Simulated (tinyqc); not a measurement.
Conductance of a narrow metal strip with scatterers (square lattice, Green functions), step by step. Values are carried at full precision from step to step, so a last printed digit may differ when a step is redone from the rounded ones.

A strip of W sites across with hard walls, site energy 0 and hopping -t. Mode n = 1 to W has profile chi_n(j) = sqrt(2/(W + 1)) sin(n j pi/(W + 1)) and energy en = -2t cos(n pi/(W + 1)); E = en - 2t cos(kn a). With z_n = exp(i kn a) (Im k > 0 for closed modes, |z| < 1) each lead gives the self-energy -t z_n in mode n. One column carries the site energies v, here a uniform barrier across the strip, as of a grain boundary. In the mode basis V_nm = sum_j chi_n(j) v_j chi_m(j), G = (E - en + 2 t z_n - V)^-1, and t_nm = 2t sqrt(sin(kn a) sin(km a)) G_nm in size for open modes. T = sum |t_nm|^2, conductance (2e^2/h) T.

Constants: e^2/h = 3.874045865e-05 S.

Values chosen for the exercise (hopping and spacing of the size met in Cu or Al; the lattice is a model; shifted at random, so the results belong to these values and not to a real crystal): t = 1.15 eV (hopping); a = 2.75 angstrom (spacing); W = 5 (sites across); E = 0.14 eV (Fermi energy); v = (1.4, 1.4, 1.4, 1.4, 1.4) eV (site energies in the scattering column).

## Modes at the Fermi energy

For each n: en, cos(kn a) = (en - E)/(2t), z_n and the velocity 2 t a sin(kn a) (zero if closed).

Modes:
```
n  en (eV)  cos(k a)                  z  dE/dk (eV angstrom)
1  -1.9919  -0.92689  -0.92689+0.37532i               2.3739
2  -1.1500  -0.56087  -0.56087+0.82790i               5.2365
3   0.0000  -0.06087  -0.06087+0.99815i               6.3133
4   1.1500   0.43913   0.43913+0.89842i               5.6825
5   1.9919   0.80516   0.80516+0.59306i               3.7511
```

5 of 5 modes are open, so the clean strip has a resistance of 2581 ohm, whatever its length.

## The scatterer in the mode basis

Form V_nm.

V (eV):
```
        n=1     n=2     n=3     n=4     n=5
n=1  1.4000       0       0       0       0
n=2       0  1.4000       0       0       0
n=3       0       0  1.4000       0       0
n=4       0       0       0  1.4000       0
n=5       0       0       0       0  1.4000
```

A uniform column does not mix the modes.

## Green function and transmission

E - en + 2 t z_n = 2t (z_n - cos(kn a)). Invert, form |t_nm|^2 = (2t)^2 Im(z_n) Im(z_m) |G_nm|^2 and sum. The added resistance is 1/(2 (e^2/h) T) less the same for the clean strip.

G (1/eV):
```
                 n=1              n=2              n=3              n=4              n=5
n=1  -0.5175-0.3191i           0.0000           0.0000           0.0000           0.0000
n=2           0.0000  -0.2506-0.3409i           0.0000           0.0000           0.0000
n=3           0.0000           0.0000  -0.1936-0.3175i           0.0000           0.0000
n=4           0.0000           0.0000           0.0000  -0.2247-0.3317i           0.0000
n=5           0.0000           0.0000           0.0000           0.0000  -0.3664-0.3570i
```

|t_nm|^2:
```
        n=1     n=2     n=3     n=4     n=5
n=1  0.2755       0       0       0       0
n=2       0  0.6491       0       0       0
n=3       0       0  0.7289       0       0
n=4       0       0       0  0.6854       0
n=5       0       0       0       0  0.4870
```

T = 2.8259
added resistance = 1986 ohm

Mode 1 passes least (0.275) and mode 3 most (0.729); 0.0 % of the transmitted flux changes mode.

## Checks

- Transmitted plus reflected flux against the number of open modes: both 5.00000.

tinyqc: `OMP_NUM_THREADS=1 python tinyqc.py 1450461 1450462 out.jsonl`; about 0.01 s, one thread, shared Intel(R) Xeon(R) Processor @ 2.30GHz.
